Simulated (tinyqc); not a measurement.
Phase shift across the band: Koster-Slater impurity in a tight-binding band, by Green functions and by supercells. Computed by tinyqc, a small Python program. Command: `OMP_NUM_THREADS=1 python tinyqc.py 3022071 3022072 out.jsonl kosterslater walk`. One thread of a shared host (Intel(R) Xeon(R) Processor @ 2.30GHz), about 0.04 s of CPU time with the checks.

One orbital per site, e(k) = -2 t sum cos(k_i) over 2 direction(s), band from -4 t to 4 t, lattice constant 1. One site has the extra energy U. Spin is left out.

Inputs (values chosen for the exercise, for a model band): hopping t = 1.9 eV; impurity potential U = -11 eV; broadening eta = 0.28 eV.

Lattice: square.

Method:
- Outside the band G0(E) = (2/(pi E)) K(m), m = 16 t^2/E^2, K the complete elliptic integral with parameter m.
- A bound state solves 1/U = G0(E).
- Bisection in ln(distance from the edge) between 1e-5 t and |U| + t. Weight on the impurity site: -1/(U^2 dG0/dE), by a central difference with step min(1e-4 t, distance/30). Decay length along an axis: 1/arccosh(1 + distance/(2 t)).
- Inside the band G0(z), z = E + i eta, comes from the chain form 1/(sqrt(y - 2t) sqrt(y + 2t)) (principal roots) at y = z + 2 t cos k, averaged over k in (0, pi) with 200 Gauss-Legendre points.
- delta/pi = -arg(1 - U G0)/pi counts the states added below E (Friedel); host DOS = -Im G0/pi, DOS on the impurity = -Im[G0/(1 - U G0)]/pi; 13 evenly spaced energies from -(band edge + |U| + 2t) to +(band edge + |U| + 2t).

distance from the band edge = 4.74702 eV

level E_b = -12.3470 eV

Across the spectrum:
```
E (eV)   Re G0 (1/eV)  host DOS (1/eV)  DOS on the impurity (1/eV)  delta/pi
-22.400      -0.04601          0.00019                    0.000798   0.00434
-18.667      -0.05601          0.00029                    0.001989   0.00840
-14.933      -0.07204          0.00050                    0.011573   0.02655
-11.200      -0.10341          0.00115                    0.055983   0.91071
-7.467       -0.22100          0.02816                    0.009403   0.80988
-3.733       -0.13508          0.05733                    0.013777   0.57655
0.000         0.00000          0.12495                    0.006360   0.42756
3.733         0.13508          0.05733                    0.005674   0.21419
7.467         0.22100          0.02816                    0.002214   0.08798
11.200        0.10341          0.00115                    0.000251   0.00590
14.933        0.07204          0.00050                    0.000156   0.00308
18.667        0.05601          0.00029                    0.000112   0.00200
22.400        0.04601          0.00019                    0.000086   0.00142
```

What does the comparison show, and why?

delta/pi starts and ends near zero (+0.004 and +0.001): the impurity moves states but creates none. delta/pi rises at the bound state below the band (-12.347 eV), reaches 0.91 among these rows (1 in the limit of small eta, just above the level) and is paid back by the top of the band.

Extremes, crossings and ranges named in words are read from the listed rows.
